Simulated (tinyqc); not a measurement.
Worked calculation: CIS on RHF in the sto-3g basis, for H2, spin multiplicity 1. Computed by tinyqc, a small Python program that keeps every step (integrals from PySCF). Settings: charge = 0, multiplicity = 1, basis = sto-3g, method = RHF, energy threshold = 1e-10, iteration cap = 63, orthogonalisation = symmetric, start = atomic densities, DIIS depth = 6. Command: `OMP_NUM_THREADS=1 python tinyqc.py 26989 26990 out.jsonl` (the two numbers bound the seeds that draw the settings). One thread of a shared host (Intel(R) Xeon(R) Processor @ 2.60GHz), about 0.04 s of CPU time with the checks. The early iterations of the SCF are left out here.

## One-electron integrals

Geometry (angstrom):
```
atom,x,y,z
H,0.000000,0.000000,0.000000
H,0.000000,0.000000,0.770000
```

Basis sto-3g: exponents (1/bohr^2) and contraction coefficients of normalised primitives:
```
element,l (shell),exponent,coefficient
H,s (1),3.425251,0.154329
H,s (1),0.623914,0.535328
H,s (1),0.168855,0.444635
```

Overlap, kinetic and nuclear-attraction integrals over the contracted functions; the nuclear repulsion is the sum of Za Zb / Rab.

nuclear repulsion = 0.68724313 hartree

overlap S:
```
,1H 1s,2H 1s
1H 1s,1.000000,0.640285
2H 1s,0.640285,1.000000
```

kinetic energy T (hartree):
```
,1H 1s,2H 1s
1H 1s,0.760032,0.219458
2H 1s,0.219458,0.760032
```

nuclear attraction V (hartree):
```
,1H 1s,2H 1s
1H 1s,-1.861903,-1.143942
2H 1s,-1.143942,-1.861903
```

core Hamiltonian H = T + V (hartree):
```
,1H 1s,2H 1s
1H 1s,-1.101871,-0.924483
2H 1s,-0.924483,-1.101871
```

## Two-electron integrals

Functions are numbered as in S; the eight-fold symmetry (ij|kl) = (ji|kl) = (kl|ij) leaves the list below.

Two-electron integrals (ij|kl) in chemists' order, unique and non-zero (hartree):
```
i,j,k,l,(ij|kl)
1,1,1,1,0.774606
2,1,1,1,0.427624
2,1,2,1,0.278127
2,2,1,1,0.558766
2,2,2,1,0.427624
2,2,2,2,0.774606
```

## Orthogonalisation

S = U s U^T; symmetric (Loewdin) form X = U s^(-1/2) U^T, so that X^T S X = 1.

eigenvalues of S: 0.359715  1.640285

X:
```
,1H 1s,2H 1s
1H 1s,1.224063,-0.443262
2H 1s,-0.443262,1.224063
```

## Starting guess

The start is atomic minimal-basis densities projected into this basis (PySCF's MINAO start) and scaled to the electron count of each spin; this density is not idempotent, so its energy is not variational and may lie below the converged one.

D at the start:
```
,1H 1s,2H 1s
1H 1s,0.938022,0.096798
2H 1s,0.096798,0.938022
```

## Iteration 3 (converged): orbitals

converged F (hartree):
```
,1H 1s,2H 1s
1H 1s,-0.349178,-0.579768
2H 1s,-0.579768,-0.349178
```

Diagonalise F' = X^T F X, C = X C', fill 1 alpha and 1 beta electrons from the bottom; D = 2 C_occ C_occ^T. Each column has its largest component positive (the first on a tie).

F' = X^T F X (hartree):
```
,1,2
1,0.037351,-0.603683
2,-0.603683,0.037351
```

orbital energies (hartree): MO1 -0.566332, MO2 0.641033

coefficients C:
```
,MO1,MO2
1H 1s,0.552110,1.178977
2H 1s,0.552110,-1.178977
```

D after iteration 3:
```
,1H 1s,2H 1s
1H 1s,0.609650,0.609650
2H 1s,0.609650,0.609650
```

## Convergence

Stop when the energy changes by less than 1e-10 hartree and every element of the error matrix X^T (F D S - S D F) X is below 3e-06.

Course of the cycle:
```
iteration,E (hartree),change,largest element of the error matrix
1,-0.76987176,-,5.78e-16
2,-1.11445646,-3.45e-01,2.89e-16
3,-1.11445646,-4.44e-16,8.89e-16
```

PySCF RHF in the same basis = -1.11445646 hartree

Converged in 3 iterations.

## Populations, bond orders and dipole

Mulliken: Z minus the diagonal of D S on the atom; Loewdin: the same with S^(1/2) D S^(1/2); Mayer order: 2 sum_s sum (D(s) S)_ij (D(s) S)_ji over the two atoms.

Charges (e):
```
atom,Mulliken,Loewdin
1H,0,0
2H,0,0
```

Mayer bond orders:
```
pair,order
2-1,1.000000
```

dipole moment about the origin, x y z (debye): 0.000000  0.000000  0.000000

## Integrals over molecular orbitals

(pq|rs) = sum C_ip C_jq C_kr C_ls (ij|kl), one index at a time.

one-electron integrals over orbitals h = C^T H C (hartree):
```
,1,2
1,-1.235367,0.000000
2,0.000000,-0.493134
```

Two-electron integrals over orbitals (pq|rs), unique and non-zero (hartree):
```
p,q,r,s,(pq|rs)
1,1,1,1,0.669035
2,1,2,1,0.182904
2,2,1,1,0.658536
2,2,2,2,0.692174
```

## CIS matrix, singlets

A(ia,jb) = (e_a - e_i) d_ij d_ab + 2 (ia|jb) - (ij|ab).

CIS matrix A, singlet (hartree):
```
,1>2
1>2,0.914638
```

## CIS singlet states

dipole integrals <i|r|a> (bohr):
```
,x,y,z
1>2,0.000000,0.000000,-0.947154
```

Diagonalise A (1 hartree = 27.211386 eV); each vector has its largest component positive (the first on a tie). The transition dipole is mu = sqrt2 sum c_ia <i|r|a>.

singlet excitation energies (eV): 24.888557

lowest vectors:
```
,state 1
1>2,1.000000
```

oscillator strengths 2/3 w |mu|^2: 1.094029

## CIS matrix, triplets

A(ia,jb) = (e_a - e_i) d_ij d_ab - (ij|ab).

CIS matrix A, triplet (hartree):
```
,1>2
1>2,0.548830
```

## CIS triplet states

Diagonalise A (1 hartree = 27.211386 eV); each vector has its largest component positive (the first on a tie).

triplet excitation energies (eV): 14.934427

lowest vectors:
```
,state 1
1>2,1.000000
```
